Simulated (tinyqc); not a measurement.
# From residual resistance ratio back to transport coupling lambda_tr

Model: Bloch-Grueneisen resistivity of a metal. Computed by tinyqc, a small Python program. Command: `OMP_NUM_THREADS=1 python tinyqc.py 3020116 3020117 out.jsonl bg inv`. One thread of a shared host (Intel(R) Xeon(R) Processor @ 2.30GHz), about 0.02 s of CPU time with the checks.

Electrons scatter from a Debye spectrum of phonons (n = 5 for scattering within one band, n = 3 for scattering into a second, heavy band) and from static defects.

Inputs (values chosen for the exercise, modelled on ruthenium):
```
quantity                      value         unit
exponent n                        5            -
Debye temperature Theta         441            K
Drude plasma energy hbar w_p    7.7           eV
residual resistivity rho_0    0.025  microohm cm
temperature T                    77            K
```

Addition: none.

Constants: k_B = 1.380649e-23 J/K; hbar = 1.054571817e-34 J s; eps_0 = 8.8541878128e-12 F/m; hbar = 6.582119569e-16 eV s; k_B = 8.617333262e-05 eV/K.

Method:
- J_n(y) = int_0^y x^n e^x/(e^x - 1)^2 dx, by 96 Gauss-Legendre points (upper limit at most 60).
- rho_ph = (n - 1) rho_1 (T/Theta)^n J_n(Theta/T), with rho_1 = 2 pi lambda_tr k_B Theta/(hbar eps_0 w_p^2), the high-temperature line at T = Theta.
- Matthiessen's rule: rho = rho_0 + rho_ph.
- Temperature coefficient (1/rho) d rho/dT by a central difference of +/- 0.5 K; residual ratio rho(295 K)/rho(4.2 K); scattering time tau = 1/(eps_0 w_p^2 rho); Wiedemann-Franz kappa = L_0 T/rho, L_0 = (pi^2/3)(k_B/e)^2.

Question. A run gave the result below. Find the transport coupling lambda_tr, known to lie between 0.28 and 0.55.

residual resistance ratio = 265.5992

Answer.

Each step takes the trial c = (a f_b - b f_a)/(f_b - f_a), f being the result less the target and a, b, c the logarithms of the listed values; c replaces end b, the old b replaces a if the sign of f changed, and otherwise f_a is halved.

Scan of the range:
```
transport coupling lambda_tr  residual resistance ratio
0.280                                           199.628
0.313                                           223.037
0.351                                           249.993
0.392                                           279.077
0.439                                           312.417
0.491                                           349.304
0.550                                           391.156
```

False position (Illinois rule, in the logarithm of the input) inside the bracket:
```
step     end a     end b     trial  residual resistance ratio
1     0.351000  0.392000  0.372436                    265.199
2     0.392000  0.372436  0.372986                    265.589
3     0.392000  0.372986  0.373013                    265.609
4     0.372986  0.373013  0.373000                    265.599
```

Residual resistance ratio rises at every point of a 13-point scan of the range (every second point is shown), so one value fits; it is bracketed by 0.351 and 0.392. Answer: transport coupling lambda_tr = 0.3730.

Caution: below about Theta/2 small-angle phonon scattering degrades heat flow more than charge flow, so a thermal conductivity taken from rho by the Wiedemann-Franz law would be too high.
